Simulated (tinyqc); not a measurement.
Inverter chain driving a load.

N inverters, each f = Hc^(1/N) times larger than the one before: delay tau N (f + pp). Switched capacitance in units of the first input, with output capacitance pp times the input: Hc + (1 + pp)(Hc - 1)/(f - 1).

Parameters, values chosen for the exercise: load over the input capacitance of the chain Hc = 430; parasitic delay of an inverter pp = 1; delay unit tau = 6.5 ps.

Result of one run:
```
N       f  delay (ps)  switched capacitance
2  20.736      282.57                473.47
```

What becomes of these results when the number of stages N is changed from 2 to 8, all else the same?

Result of the changed run:
```
N       f  delay (ps)  switched capacitance
8  2.1339      162.97                1186.6
```

The whole series:
```
N       f  delay (ps)  switched capacitance
2  20.736      282.57                473.47
3  7.5478      166.68                561.04
4  4.5537      144.40                671.44
5  3.3627      141.79                793.14
6  2.7473      146.15                921.03
7  2.3780      153.70                1052.6
8  2.1339      162.97                1186.6
9  1.9616      173.25                1322.3
```

The delay goes from 283 through a minimum of 142 (at N = 5 among the rows listed) to 173 ps. The best stage effort solves pp + rho (1 - ln rho) = 0, rho = 3.59, which gives N = ln Hc/ln rho = 4.74. One stage fewer than the best costs 1.8 % in delay and saves 15 % of the switched capacitance.

tinyqc, about 0.01 s, one thread, Intel Xeon 2.30GHz (shared host): `OMP_NUM_THREADS=1 python tinyqc.py 2082042 2082043 out.jsonl`
